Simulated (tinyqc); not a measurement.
Inside a calculation. Method: extended Hueckel theory, for BeH2+. The parameters take no account of the charge, which enters only through the electron count. Computed by tinyqc, a small Python program that keeps every step (integrals from PySCF). Settings: charge = 1, K = 2.0, weighted = 1, multiplicity = 2. Command: `OMP_NUM_THREADS=1 python tinyqc.py 20884 20885 out.jsonl` (the two numbers bound the seeds that draw the settings). One thread of a shared host (Intel(R) Xeon(R) Processor @ 2.60GHz), about 0.01 s of CPU time with the checks.

## Overlaps

Geometry (angstrom):
```
atom         x          y         z
Be    0.000000   0.000000  0.000000
H     0.000000   1.232000  0.105000
H     0.000000  -1.232000  0.105000
```

Parameters chosen for this run:
```
element  shell  Slater exponent   H_ii (eV)
H           1s         1.300000  -13.600000
Be          2s         0.975000  -10.000000
Be          2p         0.975000   -6.000000
```

Slater orbitals, each expanded in six Gaussians scaled to its exponent.

overlap S:
```
           1Be 2s   1Be 2px    1Be 2py   1Be 2pz     2H 1s      3H 1s
1Be 2s   1.000000  0.000000   0.000000  0.000000  0.486670   0.486670
1Be 2px  0.000000  1.000000   0.000000  0.000000  0.000000   0.000000
1Be 2py  0.000000  0.000000   1.000000  0.000000  0.559649  -0.559649
1Be 2pz  0.000000  0.000000   0.000000  1.000000  0.047697   0.047697
2H 1s    0.486670  0.000000   0.559649  0.047697  1.000000   0.045290
3H 1s    0.486670  0.000000  -0.559649  0.047697  0.045290   1.000000
```

## Wolfsberg-Helmholz matrix

diagonal H_ii (eV): 1Be 2s -10.000000, 1Be 2px -6.000000, 1Be 2py -6.000000, 1Be 2pz -6.000000, 2H 1s -13.600000, 3H 1s -13.600000

K = 2.000000

H_ij = K' S_ij (H_ii + H_jj)/2 for i != j (the diagonal keeps H_ii), with K' = K + D^2 + D^4 (1 - K), D = (H_ii - H_jj)/(H_ii + H_jj), K = 2.

H (eV):
```
             1Be 2s    1Be 2px     1Be 2py    1Be 2pz       2H 1s       3H 1s
1Be 2s   -10.000000   0.000000    0.000000   0.000000  -11.615929  -11.615929
1Be 2px    0.000000  -6.000000    0.000000   0.000000    0.000000    0.000000
1Be 2py    0.000000   0.000000   -6.000000   0.000000  -11.669755   11.669755
1Be 2pz    0.000000   0.000000    0.000000  -6.000000   -0.994581   -0.994581
2H 1s    -11.615929   0.000000  -11.669755  -0.994581  -13.600000   -1.231890
3H 1s    -11.615929   0.000000   11.669755  -0.994581   -1.231890  -13.600000
```

## Orbitals

valence electrons = 3

Solve H C = S C e through S^(-1/2); fill by pairs from the bottom, a degenerate level sharing its electrons equally; each orbital has its largest coefficient positive (the first on a tie).

orbital energies (eV): -17.108161  -15.216116  -6.033909  -6.000000  12.796134  39.668048

occupations: 2.000000  1.000000  0.000000  0.000000  0.000000  0.000000

coefficients:
```
              MO1        MO2        MO3       MO4        MO5        MO6
1Be 2s   0.424432   0.000000  -0.104373  0.000000   1.282318   0.000000
1Be 2px  0.000000   0.000000   0.000000  1.000000   0.000000   0.000000
1Be 2py  0.000000   0.346144   0.000000  0.000000   0.000000   1.669807
1Be 2pz  0.014742   0.000000   0.994102  0.000000   0.139883   0.000000
2H 1s    0.458513   0.505711   0.023847  0.000000  -0.819122  -1.125731
3H 1s    0.458513  -0.505711   0.023847  0.000000  -0.819122   1.125731
```

sum of one-electron energies = -49.432438 eV

## Mulliken analysis

P = C n C^T; charge = valence electrons (H 1, Be 2) minus the sum of (P S)_ii on the atom; overlap population = 2 sum P_ij S_ij between two atoms.

charges: 1Be 0.943406, 2H 0.028297, 3H 0.028297

Overlap populations:
```
pair     value
2-1   0.576060
3-1   0.576060
3-2   0.014921
```
